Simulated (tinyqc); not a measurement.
Dose and depth of a threshold implant.

Question. A sheet of D acceptors per cm^2 lies at depth xi inside the depleted layer of a body doped Na. In the depletion approximation VT = Vfb + f2 + q D/Cox + gamma sqrt(f2 + Vsb - q D xi/(eps0 eps_r)), gamma = sqrt(2 eps0 eps_r q Na)/Cox, Cox = eps0 eox/tox. Find gamma, D and xi.

Parameters, values chosen for the exercise; band and dielectric values those of a made-up semiconductor: relative permittivity eps_r = 8.87; acceptor density deep in the body Na = 1.4e18 cm^-3; relative permittivity of the gate insulator (close to silicon dioxide) eox = 3.9; insulator thickness tox = 7.8 nm; flat-band voltage Vfb = -0.46 V; band bending 2 phiF at threshold f2 = 1.036 V.

Constants: q = 1.602176634e-19 C, eps0 = 8.8541878128e-14 F/cm where lengths are in cm. Results are converted to the units shown.

VT against the source at Vsb = 0 and 2.4 V (V): 2.1053175  3.2618957

Solution. With y^2 = f2 - q D xi/(eps0 eps_r) and d the difference of the thresholds over gamma, sqrt(y^2 + Vsb) - y = d gives y = (Vsb - d^2)/(2 d). The first threshold then gives D, and y^2 gives xi.

gamma = 1.34 V^0.5
D = 6.70e11 cm^-2
xi = 8.40 nm

Computed by the program tinyqc: `OMP_NUM_THREADS=1 python tinyqc.py 2080025 2080026 out.jsonl`, one thread of a shared Intel Xeon 2.30GHz, about 0.5 s for the whole run.
